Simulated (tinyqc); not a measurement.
The decay curve: photoconductance decay in a wafer: bulk and surface recombination modes, and iron detection by pair splitting. Computed by tinyqc, a small Python program. Command: `OMP_NUM_THREADS=1 python tinyqc.py 3111766 3111767 out.jsonl pcd walk`. One thread of a shared host (Intel(R) Xeon(R) Processor @ 2.30GHz), about 0.01 s of CPU time with the checks.

Both faces of the wafer have the same S; injection is low and all coefficients are constant. x runs from -W/2 to W/2.

Inputs (values chosen for the exercise, modelled on p-type silicon): thickness W = 150 micrometre; diffusivity D = 24.8 cm^2/s; bulk lifetime tau_b without iron = 1200 microsecond; surface recombination velocity S = 21000 cm/s; absorption coefficient alpha = 34 1/cm.

Method:
- Even modes cos(a x) obey b tan b = S W/(2 D) with b = a W/2, odd modes sin(a x) obey -b cot b = S W/(2 D); each decays at the rate 1/tau_b + D a^2.
- tau_eff is the decay time of the first mode. The surface time is 1/(D a^2) of that mode; shortcuts for it are W/(2 S), W^2/(pi^2 D) and their sum, whose error is sum/surface time - 1.
- Light from one face makes n(x, 0) proportional to exp(-alpha (x + W/2)). Only even modes carry the thickness average: weight c_n = [sin b/b] int n cos(a x) dx / (int cos^2(a x) dx x mean n), with int exp(-alpha (x + W/2)) cos(a x) dx = [alpha cos b (1 - E) + a sin b (1 + E)]/(alpha^2 + a^2), E = exp(-alpha W), and int cos^2 = W/2 + sin(2 b)/(2 a).
- Mean density = sum_n c_n exp(-t/tau_n) over 60 modes; the local decay time is -1/(d ln n/dt).

W^2/(pi^2 D) = 0.919245 microsecond

tau_eff = 1.22529 microsecond

Decay:
```
t / (W^2/(pi^2 D))  t (microsecond)  mean density/start  local decay time (microsecond)
0.02                         0.0184             0.96381                          0.5839
0.05                         0.0460             0.92399                          0.7165
0.10                         0.0919             0.87165                          0.8534
0.20                         0.1838             0.79041                          1.0137
0.50                         0.4596             0.61805                          1.1876
1.00                         0.9192             0.42317                          1.2235
2.00                         1.8385             0.19981                          1.2253
```

What follows from these numbers?

The local decay time goes from 0.584 to 1.23 microsecond against tau_eff = 1.23. Early on higher modes speed the decay, so a fit must start late.
